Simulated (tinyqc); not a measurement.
Inside a calculation. Method: sp3 tight binding, zinc-blende lattice. One step of it, computed by the program tinyqc.

Task: Levels at k. Diagonalise the Hermitian matrix.

H(k) at k (eV), order a s, a px, a py, a pz, c s, c px, c py, c pz:
$$\begin{pmatrix}
-15.370000 & 0.000000 & 0.000000 & 0.000000 & -5.288632-0.065804i & 0.170236+0.788589i & 0.037189+3.609850i & -0.866648-0.154903i \\
0.000000 & -6.830000 & 0.000000 & 0.000000 & -0.170236-0.788589i & 1.282093+0.015952i & -1.004243-0.179496i & 0.043093+4.182973i \\
0.000000 & 0.000000 & -6.830000 & 0.000000 & -0.037189-3.609850i & -1.004243-0.179496i & 1.282093+0.015952i & 0.197264+0.913791i \\
0.000000 & 0.000000 & 0.000000 & -6.830000 & 0.866648+0.154903i & 0.043093+4.182973i & 0.197264+0.913791i & 1.282093+0.015952i \\
-5.288632+0.065804i & -0.170236+0.788589i & -0.037189+3.609850i & 0.866648-0.154903i & -11.480000 & 0.000000 & 0.000000 & 0.000000 \\
0.170236-0.788589i & 1.282093-0.015952i & -1.004243+0.179496i & 0.043093-4.182973i & 0.000000 & -4.810000 & 0.000000 & 0.000000 \\
0.037189-3.609850i & -1.004243+0.179496i & 1.282093-0.015952i & 0.197264-0.913791i & 0.000000 & 0.000000 & -4.810000 & 0.000000 \\
-0.866648+0.154903i & 0.043093-4.182973i & 0.197264-0.913791i & 1.282093-0.015952i & 0.000000 & 0.000000 & 0.000000 & -4.810000
\end{pmatrix}$$

Give: eigenvalues; weights |c|^2 of the basis functions.

Result:

eigenvalues (eV): [-19.9737, -11.6936, -10.5558, -10.1267, -4.1257, -3.0844, -1.2528, -0.9574]

weights |c|^2 of the basis functions, order a s, a px, a py, a pz, c s, c px, c py, c pz:
$$\begin{pmatrix}
0.6330 & 0.1556 & 0.0016 & 0.0208 & 0.1097 & 0.0707 & 0.0018 & 0.0067 \\
0.0011 & 0.0834 & 0.1500 & 0.3737 & 0.0029 & 0.0027 & 0.2530 & 0.1332 \\
0.0188 & 0.2374 & 0.0180 & 0.1215 & 0.4413 & 0.1318 & 0.0000 & 0.0311 \\
0.0002 & 0.0583 & 0.4350 & 0.0933 & 0.0539 & 0.0003 & 0.1341 & 0.2248 \\
0.3118 & 0.2895 & 0.0049 & 0.0369 & 0.3467 & 0.0005 & 0.0017 & 0.0080 \\
0.0020 & 0.0315 & 0.1685 & 0.1867 & 0.0009 & 0.0162 & 0.3745 & 0.2197 \\
0.0321 & 0.0825 & 0.0179 & 0.0611 & 0.0177 & 0.7368 & 0.0001 & 0.0518 \\
0.0009 & 0.0617 & 0.2040 & 0.1061 & 0.0269 & 0.0410 & 0.2347 & 0.3246
\end{pmatrix}$$
